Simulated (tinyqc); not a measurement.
From results to parameters: Hubbard dimer. Computed by the program tinyqc.

Problem. A two-site Hubbard model with two electrons has its ground state at (U - sqrt(U^2 + 16 t^2))/2, the triplet at 0 and the odd ionic singlet at U. Find t, U and the double occupancy per site.

singlet-triplet splitting = 1.612220 eV
gap from the ground state to the ionic odd singlet = 5.732220 eV

Solution. The difference of the two gaps is U and their product is 4 t^2; the double occupancy per site is (1 - U/sqrt(U^2 + 16 t^2))/4.

t, U (eV): 1.5200  4.1200
double occupancy per site = 0.1098
